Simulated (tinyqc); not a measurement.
Tunnelling through a two-layer gate stack, WKB transmission and Tsu-Esaki current: effect of temperature.

Electrons leave the emitter at x = 0. Energies E (motion across the layers) are in eV from the emitter Fermi level; the collector Fermi level lies at -V and offers states at every E. No charge in the dielectric and no image force: F1 = V/(t1 + t2 eps1/eps2), F2 = F1 eps1/eps2; U = phi1 - F1 x in layer 1 and phi2 - F1 t1 - F2 (x - t1) in layer 2. With C = hbar^2/(2 m0), kappa = sqrt(m (U - E)/C) where U > E and 0 elsewhere; T(E) = exp(-S), S = 2 times the integral of kappa over x.

Each layer adds (2/F) sqrt(m/C) [G(u at its left edge) - G(u at its right edge)] to S, with u = U - E (0 where negative) and G(u) = (2/3) u^1.5. J = J0 times the integral of T(E) N(E) dE, N = ln[(1 + exp(-E/Vt))/(1 + exp((-E - V)/Vt))], J0 = q^2 me m0 kB T/(2 pi^2 hbar^3) (times 1e-4 for A/cm^2 per eV), from E = -Ef to far above the barrier (T = 1 there), by quadrature converged to the digits shown.

Inputs (values chosen for the exercise); layer 1 close to aluminium oxide, layer 2 close to hafnium oxide:
- Ef = 0.19 eV (Fermi energy of the emitter above its band bottom)
- me = 1 m0 (emitter mass in the supply function)
- phi1 = 2.7 eV (barrier of layer 1 above the emitter Fermi level at zero bias)
- m1 = 0.4 m0 (tunnelling mass of layer 1)
- t1 = 0.9 nm (thickness of layer 1)
- eps1 = 9.39 (relative permittivity of layer 1)
- phi2 = 1.5 eV (barrier of layer 2 at zero bias)
- m2 = 0.2 m0 (tunnelling mass of layer 2)
- t2 = 1.7 nm (thickness of layer 2)
- eps2 = 21.9 (relative permittivity of layer 2)
- V = 0.3 V (voltage across the dielectric)

Constants: q = 1.602176634e-19 C, kB = 1.380649e-23 J/K, hbar = 1.054571817e-34 J s, m0 = 9.1093837015e-31 kg, Vt = kB T/q, hbar^2/(2 m0) = 0.0380998212 eV nm^2. Results are converted to the units shown.

Results:
```
T (K)  J (A/cm^2)  mean E of the current (eV)
50          1.950                     -0.1155
100         1.969                     -0.1144
200         2.043                     -0.1101
300         2.170                     -0.1029
500         2.585                    -0.08016
600         2.883                    -0.06431
750         3.468                    -0.03341
```

Estimate the missing row, T = 400 K.

Computed row:
```
T (K)  J (A/cm^2)  mean E of the current (eV)
400         2.349                    -0.09295
```

With this row back in the table: Between 50 and 300 K the current changes by a factor of 1.11, and between 300 and 750 K by 1.60; the mean energy of the current rises from -0.116 to -0.0334 eV. The transmission grows by a factor e over d = 0.190 eV near E = 0, equal to kB T/q at 2200 K: far below that temperature the thermal tail adds little.

Computed by the program tinyqc: `OMP_NUM_THREADS=1 python tinyqc.py 2540094 2540095 out.jsonl`, one thread of a shared Intel Xeon 2.30GHz, about 0.02 s for the whole run.
